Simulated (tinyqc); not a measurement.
Trap-assisted generation and recombination current of an abrupt junction: one step, computed by the program tinyqc.

Depletion approximation, flat quasi-Fermi levels across the depleted layer, long neutral regions with minority lifetimes tau_n and tau_p, full ionisation and Boltzmann statistics. Voltages in exponents stand for e V.

Question. Depleted layer under reverse bias. W = sqrt(2 eps eps_0 (V_bi - V)(1/N_A + 1/N_D)/e), x_p = W N_D/(N_A + N_D), x_n = W - x_p, peak field F_m = 2 (V_bi - V)/W; reverse bias means V = -V_r.

Inputs (values chosen for the exercise, with bands and screening modelled on GaAs): electron mass m_e = 0.0675 m_0; valleys M_c = 1; dielectric constant eps = 12.5; acceptor density N_A = 1.2e+15 cm^-3; donor density N_D = 8.4e+17 cm^-3; reverse bias V_r = 2.2 V; temperature T = 300 K.

Field enhancement: Hurkx tunnelling factor.

V_bi = 1.223214 V

Constants: eps_0 = 8.8541878128e-12 F/m; e = 1.602176634e-19 C.

Give: W; x_p; x_n; peak field F_m.

Answer.

W = 1987 nm

x_p = 1984 nm

x_n = 2.834 nm

peak field F_m = 34462 V/cm

Caution: one side is doped near or above its effective density of states, so Boltzmann statistics understate V_bi.
